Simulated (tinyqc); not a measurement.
Time-dependent dielectric breakdown: cell percolation, Weibull statistics, area scaling and voltage extrapolation. Thickness at a fixed rate of defect growth. Computed by tinyqc, a small Python program. Command: `OMP_NUM_THREADS=1 python tinyqc.py 3017769 3017770 out.jsonl tddb sweep`. One thread of a shared host (Intel(R) Xeon(R) Processor @ 2.30GHz), about 0.01 s of CPU time with the checks.

The oxide is divided into columns of area a^2, each holding m = t_ox/a cells (m is taken as continuous). A share lambda(t) = (t/t_1)^alpha of the cells is defective, and a column whose cells are all defective breaks down.

Inputs (values chosen for the exercise, for a model gate oxide): defect cell size a = 1 nm; exponent alpha of defect growth = 0.9; time t_1 at which the occupied share would reach 1 = 91000 s; test area A = 20 um^2; product area A_u = 300000 um^2; stress voltage V = 3.7 V; use voltage V_u = 1.6 V; local exponent n = -d ln t/d ln V at the stress voltage = 40; activation energy E_a = 0.5 eV; stress temperature T = 125 C; use temperature T_u = 100 C; allowed failure fraction F = 1e-05.

Voltage law used: power.

Constants: k_B = 8.617333262e-05 eV/K.

Method:
- Failure fraction F = 1 - (1 - lambda^m)^N with N = A/a^2 columns, which for small lambda^m is 1 - exp(-(t/t63)^beta) with beta = alpha m and t63 = t_1 N^(-1/beta); critical share lambda(t63) = N^(-1/m). 1 um^2 = 1e6 nm^2.
- All three voltage laws share the slope n at the stress voltage. Factor t(V_u)/t(V): E law exp(n (1 - V_u/V)); 1/E law exp(n (V/V_u - 1)); power law (V/V_u)^n.
- Temperatures in kelvin are T(C) + 273.15.
- Temperature factor exp[(E_a/k_B)(1/T_u - 1/T)]; area factor (A/A_u)^(1/beta); percentile factor (-ln(1 - F))^(1/beta); life = t63 x all four; 1 year = 3.15576e7 s.

One run for each value; columns: (1) oxide thickness t_ox (nm); (2) Weibull slope beta; (3) characteristic life t63 (s); (4) area factor; (5) percentile factor; (6) critical share of defective cells:
```
(1)   (2)        (3)        (4)        (5)        (6)
1.2  1.08  1.581e-02  1.359e-04  2.346e-05  8.238e-07
1.9  1.71  4.891e+00  3.613e-03  1.191e-03  1.437e-04
2.6  2.34  6.901e+01  1.642e-02  7.299e-03  1.556e-03
3.4  3.06  3.742e+02  4.318e-02  2.323e-02  7.123e-03
4.1  3.69  9.560e+02  7.384e-02  4.416e-02  1.657e-02
4.8  4.32  1.858e+03  1.080e-01  6.960e-02  3.013e-02
6.3  5.67  4.692e+03  1.834e-01  1.313e-01  6.936e-02
7.0  6.30  6.312e+03  2.173e-01  1.608e-01  9.057e-02
```

Give the missing row, oxide thickness t_ox (nm) = 5.5.

Computed row; columns: (1) oxide thickness t_ox (nm); (2) Weibull slope beta; (3) characteristic life t63 (s); (4) area factor; (5) percentile factor; (6) critical share of defective cells:
```
(1)   (2)        (3)        (4)        (5)        (6)
5.5  4.95  3.048e+03  1.433e-01  9.770e-02  4.705e-02
```

Interpolating between the two neighbouring rows (the first column on a logarithmic scale, the others too where they are positive) misses most in characteristic life t63 (s), by 3.1 %. Over the rows, Weibull slope beta rises from 1.08 to 6.30 (exponent d ln y / d ln x about 1.0 throughout); characteristic life t63 (s) rises from 0.0158 to 6310 (exponent d ln y / d ln x 12 between the first rows and 2.8 between the last); area factor rises from 1.36e-4 to 0.217 (exponent d ln y / d ln x 7.1 between the first rows and 1.6 between the last). The exponent of Weibull slope beta stays at 1: beta = alpha t_ox/a. A thinner oxide loses twice: it breaks at a lower defect share, and its small slope makes the area and percentile factors more punishing.

Caution (all rows): t_1 is an input here; in a real oxide it changes with thickness at fixed voltage.
